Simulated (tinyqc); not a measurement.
k.p theory built from an empirical-pseudopotential calculation at Gamma: sweeps and comparisons. A value that a table varies takes the place of the one given here.

Empirical pseudopotential on the fcc lattice, atoms at +/- tau, tau = a (1,1,1)/8, no spin-orbit coupling. H(G,G') = c (2 pi/a)^2 |k + G|^2 delta + VS(q) cos(q.tau) + i VA(q) sin(q.tau), q = G - G', c = hbar^2/2m0; k and G in units of 2 pi/a; VS at |q|^2 = 3, 8, 11 and VA at 3, 4, 11, in rydberg, zero elsewhere. The basis is fixed: all 59 G with |G|^2 up to Gcut. Energies are counted from the fourth level at Gamma.

k.p in the lowest n states at Gamma: H_nm = (E_n + c k^2) delta + 2 c k.<n|G|m>, k in 1/angstrom; with all states of the basis it is exact.

Empirical pseudopotential on the fcc lattice, atoms at +/- tau, tau = a (1,1,1)/8, no spin-orbit coupling. H(G,G') = c (2 pi/a)^2 |k + G|^2 delta + VS(q) cos(q.tau) + i VA(q) sin(q.tau), q = G - G', c = hbar^2/2m0; k and G in units of 2 pi/a; VS at |q|^2 = 3, 8, 11 and VA at 3, 4, 11, in rydberg, zero elsewhere. The basis holds all G with |G|^2 up to a cut-off. Energies are counted from the fourth level at Gamma.

For a multiplet A of d_A states, W(B) = (4 c/(3 d_A)) sum over n in A, m in B and i = x, y, z of |<n|G_i|m>|^2 (G in 1/angstrom, <n|G_i|m> = sum_G c_n(G)* G_i c_m(G)); the mean inverse mass of A is 1 + sum_B W(B)/(E_A - E_B). Multiplets with W = 0 are left out.

Valence parameters: D(u) = c + 4 c^2 sum_m <n|u.G|m><m|u.G|n'>/(0 - E_m) on the valence triplet, in units of c, has eigenvalues L, M, M along [100] and (L + 2M + 2N)/3, (L + 2M - N)/3 twice along [111]; g1 = -(L + 2M)/3, g2 = -(L - M)/6, g3 = -N/6.

Constants: hbar^2/2m0 = 3.80998211 eV angstrom^2; Ry = 13.60569312 eV.

Inputs chosen for the exercise (near those of InAs; shifted at random, so the results belong to these values and not to a real crystal): a = 6.03 angstrom (lattice constant); VS = (-0.223, -0.001, 0.048) Ry (symmetric form factors); VA = (0.079, 0.051, 0.031) Ry (antisymmetric form factors); Gcut = 12 (2 pi/a)^2 (largest |G|^2 of the fixed basis); VS3 = -0.223 Ry; VS8 = -0.001 Ry; VS11 = 0.048 Ry; VA3 = 0.079 Ry; VA4 = 0.051 Ry; VA11 = 0.031 Ry.

## How many bands a k.p model needs: band 5 from Gamma to X

Band 5 (counted from below) at k = f (1, 0, 0) 2 pi/a; n ends on whole multiplets.

Energies (eV):
```
f      n = 8  n = 15  n = 27  n = 59 (exact)
0.000  0.287   0.287   0.287           0.287
0.125  1.200   1.150   1.148           1.148
0.250  2.387   2.137   2.130           2.129
0.375  3.721   2.912   2.898           2.894
0.500  5.196   2.806   2.769           2.763
0.625  6.301   2.513   2.447           2.438
0.750  7.076   2.322   2.217           2.202
0.875  7.990   2.254   2.097           2.072
1.000  9.044   2.283   2.074           2.029
```

With n = 8 the band stays within 0.05 eV of the exact one at Gamma only (error at X: +7.015 eV). With n = 15 the band stays within 0.05 eV of the exact one up to f = 0.500 (error at X: +0.253 eV). With n = 27 the band stays within 0.05 eV of the exact one over the whole line (error at X: +0.044 eV). A smaller basis can only raise a level. The exact band has its minimum on these points at f = 0.000; n = 8 puts it at f = 0.000.

## Convergence with the plane-wave basis

E_s is the lowest empty singlet, Ep its W to the valence triplet, m its mass.

Results:
```
cut-off  plane waves  E_s (eV)  Ep (eV)  m (m0)     g1    g2    g3
8                 27     0.312    14.29  0.0214  16.56  7.34  7.96
11                51     0.253    14.64  0.0170  20.45  9.41  9.87
12                59     0.287    14.62  0.0193  18.20  8.24  8.74
16                65     0.275    14.68  0.0184  19.03  8.65  9.14
19                89     0.277    14.67  0.0186  18.88  8.58  9.07
20               113     0.296    14.66  0.0198  17.78  8.02  8.52
24               137     0.298    14.66  0.0199  17.68  7.97  8.47
```

Against the last row, E_s errs most, by -0.044 eV, at cut-off 11, and by -0.002 eV in the last row but one. Ep varies by 2.6 % over the table and m by 21.7 %: the mass, near E_s/Ep, inherits the errors of both. Local form factors fix the converged values only roughly. The gap is a difference of two levels, so it need not converge steadily, and here it does not.

## What each form factor does (empirical-pseudopotential levels)

Lowest empty singlet and triplet at Gamma and the valence width there (fixed basis); lowest empty level at X = (1,0,0) and L = (1/2,1/2,1/2) from the valence top, these levels and that top with all |k + G|^2 up to 21. Singlet and triplet count orbital degeneracy. VS3 is VS at |q|^2 = 3, and so on. The row for a keeps the form factors fixed, so it is no model of a real expansion, which changes them too. Each row changes one parameter from the base and keeps the others.

Results:
```
case               singlet (eV)  triplet (eV)  X (eV)  L (eV)  width (eV)
base                      0.287         4.541   2.024   1.469      11.432
a = 6.09 angstrom         0.345         4.568   2.143   1.555      11.223
VS3 = -0.213 Ry           0.267         4.407   1.774   1.343      11.411
VS8 = 0.009 Ry            0.670         4.445   2.018   1.643      11.216
VS11 = 0.058 Ry           0.757         4.700   2.268   1.786      11.172
VA3 = 0.089 Ry            0.415         4.689   2.241   1.578      11.504
VA4 = 0.061 Ry            0.359         4.753   2.063   1.667      11.525
VA11 = 0.041 Ry           0.039         4.514   1.884   1.361      11.587
```

The largest shifts from the base row, up to three for each result and ties (the steps differ in size, so this ranks the rows, not the parameters). singlet (eV): VS11 +0.469, VS8 +0.383, VA11 -0.248. triplet (eV): VA4 +0.211, VS11 +0.158, VA3 +0.148. X (eV): VS3 -0.249, VS11 +0.244, VA3 +0.217. L (eV): VS11 +0.317, VA4 +0.198, VS8 +0.174. width (eV): VS11 -0.260, VS8 -0.216, a -0.209.

tinyqc: `OMP_NUM_THREADS=1 python tinyqc.py 1080451 1080452 out.jsonl`; about 0.3 s, one thread, shared Intel(R) Xeon(R) Processor @ 2.30GHz.
